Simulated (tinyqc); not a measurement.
Space-charge-limited current through a thin insulating or semi-insulating film with traps. Changing the temperature T. Computed by tinyqc, a small Python program. Command: `OMP_NUM_THREADS=1 python tinyqc.py 3011649 3011650 out.jsonl sclc sweep`. One thread of a shared host (Intel(R) Xeon(R) Processor @ 2.30GHz), about 0.01 s of CPU time with the checks.

One ohmic injecting contact at x = 0 (field zero), drift only, non-degenerate free carriers.

Inputs (values chosen for the exercise, modelled on semi-insulating GaAs):
```
quantity,value,unit
permittivity eps,12.9,-
band mobility mu,4600,cm^2/(V s)
effective density of states N_c,4.6e+17,1/cm^3
trap density N_t,1.2e+15,1/cm^3
"equilibrium Fermi level below the band edge, E_0",0.76,eV
thickness d,1300,nm
"free density at the anode, in units of N_c",9.3e-06,-
characteristic temperature T_c,500,K
```

Traps: exponential tail.

Constants: k_B = 8.617333262e-05 eV/K; e = 1.602176634e-19 C; eps_0 = 8.8541878128e-12 F/m.

Method:
- Free density n_0 = N_c exp(-E_0/k_B T) in equilibrium; trapped density n_t(n) = N_t (n/N_c)^(T/T_c) (the low-temperature form).
- theta = n/(n + n_t) at the anode density; trap-filled-limit voltage V_TFL = e (N_t - n_t(n_0)) d^2/(2 eps eps_0).
- J = e mu n F and (eps eps_0/e) dF/dx = n - n_0 + n_t(n) - n_t(n_0) = rho(n). With F = J/(e mu n): d = (eps eps_0 J/(e^2 mu)) I_1 and V = (eps eps_0 J^2/(e^3 mu^2)) I_2, I_k = int_(n_L)^infinity dn/(n^(k+1) rho(n)), n_L the density at the anode; with u = n_L/n, 200 Gauss-Legendre points in t, u = 1 - (1 - t)^2.
- Anode field J/(e mu n_L); Mott-Gurney current (9/8) eps eps_0 mu V^2/d^3; ohmic current e n_0 mu V/d.

One run for each value:
```
temperature T (K),theta,voltage V (V),current density J (A/cm^2),n_0 (1/cm^3)
200,0.26847,0.037745,1.4740,3.2479e-02
236,0.45804,0.024814,0.9408,2.7100e+01
271,0.65537,0.018836,0.7000,3.3811e+03
307,0.81410,0.015947,0.5857,1.5362e+05
343,0.90979,0.014623,0.5340,3.1326e+06
379,0.95872,0.014021,0.5108,3.6025e+07
414,0.98122,0.013753,0.5006,2.5763e+08
450,0.99176,0.013625,0.4957,1.4162e+09
```

Over the rows, theta rises from 0.268 to 0.992 (exponent d ln y / d ln x 3.2 between the first rows and 0.13 between the last); voltage V (V) falls from 0.0377 to 0.0136 (exponent d ln y / d ln x -2.5 between the first rows and -0.11 between the last); current density J (A/cm^2) falls from 1.47 to 0.496 (exponent d ln y / d ln x -2.7 between the first rows and -0.12 between the last). The anode density is held fixed; heating frees trapped charge, so less voltage is needed for it.

Caution (all rows): V is below 10 k_B T/e, where diffusion from the contact, left out here, dominates.
